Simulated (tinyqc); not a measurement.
p-n junction with a stepped n side, non-linear Poisson equation by Newton steps: one step of the calculation.

One dimension, p side on the left, n side on the right; net doping C = -Na for x < 0, +N1 for 0 < x < L1 and +Nd beyond. The potential psi is counted from the intrinsic level, and the quasi-Fermi potentials are flat: 0 for holes and -V for electrons, so n = ni exp((psi + V)/Vt) and p = ni exp(-psi/Vt) (Boltzmann statistics, full ionisation, no current). Under reverse bias this makes the minority densities vanishingly small everywhere; they play no part in the charge.

Problem. Densities, residual and Jacobian diagonal. n_i = ni exp((psi_i + V)/Vt), p_i = ni exp(-psi_i/Vt), rho_i = p_i - n_i + C_i, g_i = (n_i + p_i)/Vt. Box widths w_i = (h_(i-1) + h_i)/2 in cm. Residual F_i = a_i (psi_(i+1) - psi_i) - a_(i-1) (psi_i - psi_(i-1)) + q rho_i w_i; Jacobian: a_(i-1) and a_i beside the diagonal, b_i = -a_(i-1) - a_i - q g_i w_i on it. The two end nodes are fixed.

Values chosen for this exercise: temperature T = 300 K; bias of the p side against the n side V = -6.5 V.

Constants: q = 1.602176634e-19 C, kB = 1.380649e-23 J/K, Vt = kB T/q. Results are converted to the units shown.

```
node  x (nm)  psi after iteration 1 (V)  net doping C (cm^-3)
0       -254                 -0.4544373               -3.1e17
1       -207                 -0.2623918               -3.1e17
2       -165                 -0.0822028               -3.1e17
3       -127                  0.0879561               -3.1e17
4      -93.2                  0.2450006               -3.1e17
5      -62.8                  0.3908257               -3.1e17
6      -35.5                  0.5254756               -3.1e17
7        -11                  0.6492921               -3.1e17
8         11                  0.7628739                8.1e16
9       39.9                  0.9111775                8.1e16
10      77.8                  1.1041139                8.1e16
11       128                  1.3569549                8.1e16
12       193                  1.6797493                8.1e16
13       279                  2.0988717                8.1e16
14       392                  2.6357967                2.7e16
15       540                  3.3311340                2.7e16
16       735                  4.2336231                2.7e16
17       990                  5.3903575                2.7e16
18      1330                  6.8913394                2.7e16
```

coupling a_i, interval 0 to 17 (F/cm^2): 2.2418050e-7  2.5086865e-7  2.7727588e-7  3.1173028e-7  3.4659485e-7  3.8595178e-7  4.3006055e-7  4.7893107e-7  3.6458420e-7  2.7800748e-7  2.0989011e-7  1.6209975e-7  1.2251725e-7  9.3243217e-8  7.1192456e-8  5.4033249e-8  4.1319543e-8  3.0989657e-8
ni = 7.1969935e9 cm^-3

Wanted: n; p; residual F; diagonal b.

Solution.

```
node   n (cm^-3)   p (cm^-3)
0     1.066e-107    3.100e17
1     1.795e-104    1.841e14
2     1.910e-101    1.730e11
3      1.379e-98     2.396e8
4      5.995e-96     5.512e5
5      1.689e-93        1957
6      3.087e-91       10.70
7      3.712e-89     0.08903
8      3.004e-87    0.001100
9      9.312e-85    3.548e-6
10     1.623e-81    2.036e-9
11     2.869e-77   1.152e-13
12     7.595e-72   4.351e-19
13     8.345e-65   3.960e-26
14     8.738e-56   3.782e-35
15     4.193e-44   7.881e-47
16     6.077e-29   5.438e-62
17      1.644e-9   2.010e-81
18      2.700e16  1.224e-106
```

```
node  residual F (1e-7 C/cm^2)  diagonal b (F/cm^2)
1                       -2.187            -4.801e-7
2                       -1.967            -5.281e-7
3                       -1.765            -5.890e-7
4                       -1.578            -6.583e-7
5                       -1.419            -7.325e-7
6                       -1.274            -8.160e-7
7                       -1.143            -9.090e-7
8                        0.327            -8.435e-7
9                        0.429            -6.426e-7
10                       0.566            -4.879e-7
11                       0.740            -3.720e-7
12                       0.970            -2.846e-7
13                       1.278            -2.158e-7
14                       0.559            -1.644e-7
15                       0.735            -1.252e-7
16                       0.964            -9.535e-8
17                       1.274            -7.231e-8
```

Computed by the program tinyqc: `OMP_NUM_THREADS=1 python tinyqc.py 2000012 2000013 out.jsonl`, one thread of a shared Intel Xeon 2.30GHz, about 0.04 s for the whole run.
